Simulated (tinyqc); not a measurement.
Straight dislocations in isotropic elasticity: fields, energies, partials, Peierls stress and walls: one step, computed by the program tinyqc. Command: `OMP_NUM_THREADS=1 python tinyqc.py 3001566 3001567 out.jsonl disloc walk`. One thread of a shared host (Intel(R) Xeon(R) Processor @ 2.30GHz), about 0.01 s of CPU time with the checks.

The line runs along z, the glide plane is y = 0, and beta is the angle between b and the line (0 screw, 90 degrees edge): b_e = b sin(beta) along +x with the extra half plane at y > 0, b_s = b cos(beta). Stress is positive in tension.

Task: Line energy and line tension. Energy factor K = G [cos^2(beta) + sin^2(beta)/(1 - nu)]. E = K b^2/(4 pi) ln(R/r0) with R = 1/(2 sqrt(rho)); tension T = E + d^2E/d(beta)^2 = G b^2 [1 + nu - 3 nu sin^2(beta)]/(4 pi (1 - nu)) ln(R/r0). The core energy is taken into r0.

Inputs (values chosen for the exercise, modelled on aluminium):
```
quantity                   value      unit
shear modulus G               25       GPa
Poisson ratio nu           0.343         -
Burgers vector b           2.863  angstrom
dislocation density rho  8.4e+10     1/m^2
core radius r0/b               1         -
```

Character: 60-degree.

Constants: 1 eV/angstrom^3 = 160.2176634 GPa.

Give: energy factor K; ln(R/r0); line energy E; line tension T; stored energy rho E.

Result:

energy factor K = 34.789 GPa

ln(R/r0) = 8.7038

line energy E = 12.327 eV/nm

line tension T = 7.7025 eV/nm

stored energy rho E = 0.16591 kJ/m^3

T/E = 0.62: bowing turns parts of the line towards the cheaper screw character, so it is soft.
